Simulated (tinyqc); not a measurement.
Leakage currents through a thin dielectric: one step, computed by the program tinyqc.

Electrons leave an electrode with Fermi energy E_F above its band bottom; barriers are counted from the Fermi level, and both electrodes are alike.

Task: Fields. Field F = V/t; equivalent oxide thickness 3.9 t/k.

Inputs (values chosen for the exercise, modelled on HfO2): static permittivity k = 21.8; thickness t = 11 nm; voltage V = 2 V.

Stack: single layer.

Give: field F; equivalent oxide thickness.

Result:

field F = 1.8182 MV/cm

equivalent oxide thickness = 1.9679 nm
